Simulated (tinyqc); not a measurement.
Bias-temperature instability from a Gaussian distribution of capture and emission barriers: one step, computed by the program tinyqc.

Each trap has a capture time tau_0 exp(E_c/(k_B T)) under stress and an emission time tau_0 exp(E_e/(k_B T)) after it. E_c is Gaussian, and E_e = E_c + d with d Gaussian and independent. A trap counts as filled once t_s exceeds its capture time and as emptied once t_r exceeds its emission time.

Question. Stress. Demarcation energies E_s = k_B T ln(t_s/tau_0), E_r = k_B T ln(t_r/tau_0); mean barrier mu = mu_c - k_F F; z = (E_s - mu)/sigma_c; Phi is the standard normal distribution. Temperatures in kelvin are T(C) + 273.15. Shift without recovery dV0 = V_max Phi(z); local time exponent n = d ln dV0/d ln t_s = (k_B T/sigma_c) exp(-z^2/2)/(sqrt(2 pi) Phi(z)); apparent activation energy n E_s.

Inputs (values chosen for the exercise, for a model p-channel transistor): shift with all traps filled V_max = 63 mV; mean capture barrier at zero field mu_c = 1.73 eV; spread of capture barriers sigma_c = 0.26 eV; lowering of mu_c per field k_F = 0.062 eV/(MV/cm); oxide field F = 5 MV/cm; time constant tau_0 = 1e-10 s; temperature T = 25 C; stress time t_s = 2000 s.

Constants: k_B = 8.617333262e-05 eV/K.

Give: E_s; mean barrier mu; z; shift without recovery dV0; time exponent n; apparent activation energy.

Answer.

E_s = 0.7869 eV

mean barrier mu = 1.42 eV

z = -2.435

shift without recovery dV0 = 0.4690 mV

time exponent n = 0.2731

apparent activation energy = 0.2149 eV

The stress has filled 0.74 % of the traps. The apparent energy 0.215 eV is only the share n of the barriers near 0.79 eV that are being crossed.
